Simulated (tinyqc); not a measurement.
Inside a calculation: deep level with several charge states, and Shockley-Read-Hall recombination. Values are carried at full precision from step to step, so a last printed digit may differ when a step is redone from the rounded ones.

Energies from Ev. The defect has charge states +1, 0, -1 with weights 1, gm exp((EF - E1)/kT), exp((2 EF - E1 - E2)/kT); the shares are the weights over their sum. Boltzmann carriers: n = Nc exp((EF - Eg)/kT), p = Nv exp(-EF/kT). Neutrality: p - n + Nd + Nt <q> = 0.

Constants: kB = 8.617333262e-05 eV/K.

Values chosen for the exercise (gap and densities of states near those of SiC at this temperature; shifted at random, so the results belong to these values and not to a real crystal): Eg = 3.234 eV (gap); Nc = 1.83e+19 1/cm^3 (conduction-band density of states); Nv = 3.25e+19 1/cm^3 (valence-band density of states); T = 300 K; E1 = 2.475 eV (level (+1/0) above Ev); E2 = 2.325 eV (level (0/-1) above Ev); gm = 2 (degeneracy of the middle state, the others 1); Nt = 6.8e+13 1/cm^3 (defects); Nd = -3.9e+13 1/cm^3 (ionised shallow donors minus acceptors); E_try = 1.214 eV (trial Fermi level); Et = 2.325 eV (recombination level above Ev); sn = 3.6e-15 cm^2 (electron capture cross-section); sp_ = 6.4e-16 cm^2 (hole capture cross-section); vth = 20000000 cm/s (thermal velocity, both carriers); Nm = 1.2e+16 1/cm^3 (equilibrium holes for the lifetime steps); dn = 3.1e+15 1/cm^3 (excess pairs).

## Charge states at a trial Fermi level

Form the exponents, the shares, the mean charge and the residual of neutrality at EF = E_try.

exponents of the second and third weights: -48.778  -91.753

shares: +1 1.0000, 0 0.0000, -1 0.0000

<q> = 1.0000

n, p (1/cm^3): 2.13e-15  0.131

residual = 2.90e+13 1/cm^3

The residual is positive, so EF must rise.

## The neutral state

Solve for EF.

EF = 2.3821 eV

shares at EF: +1 0.766, 0 0.042, -1 0.192

n = 8.95e+04 1/cm^3
p = 3.12e-21 1/cm^3

Without the defects the majority density would be 3.90e+13 1/cm^3; with them the density of these carriers is 3.12e-21, below that of the other kind: the type has inverted, so the defects more than cancel the doping. Most defects are in the state +1. The level order is inverted (negative U), so the middle state is never the most common.

## Recombination through one level

One level at Et with degeneracy 1: tn = 1/(sn vth Nt), tp = 1/(sp_ vth Nt), n1 = Nc exp((Et - Eg)/kT), p1 = Nv exp(-Et/kT), ni^2 = n1 p1. Equilibrium p0 = Nm, n0 = ni^2/Nm; n = n0 + dn, p = p0 + dn. U = (n p - ni^2)/(tp (n + n1) + tn (p + p1)), lifetime dn/U; emission rates en = sn vth n1, ep = sp_ vth p1.

Evaluate each quantity.

tn, tp (microsecond): 0.2042  1.149

n1, p1 (1/cm^3): 9.82e+03  2.84e-20

U = 7.04e+21 1/(cm^3 s)
lifetime = 0.440 microsecond

The lifetime is 2.155 times the minority capture time tn and 0.325 times tn + tp, the limit of high injection.

## Emission and generation in a depleted region

With n = p = 0 the level generates pairs at G = Nt en ep/(en + ep); generation lifetime tg = ni/G; current density e G W for a width W = 1 micrometre, e = 1.602176634e-19 C.

en, ep (1/s): 0.000707  3.64e-28

G = 2.47e-14 1/(cm^3 s)
tg = 6.75e+11 microsecond
current density = 3.96e-37 A/cm^2

The slower step, hole emission, limits the rate: en/ep = 1.94e+24.

## Checks

- U against hole capture minus emission at the steady occupation of the level (1/(cm^3 s)): both 7.044e+21.

Computed by tinyqc, a small Python program: `OMP_NUM_THREADS=1 python tinyqc.py 1651178 1651179 out.jsonl` (the numbers bound the seed that draws the inputs); one thread of a shared host (Intel(R) Xeon(R) Processor @ 2.30GHz), about 0.01 s for the whole set of steps.
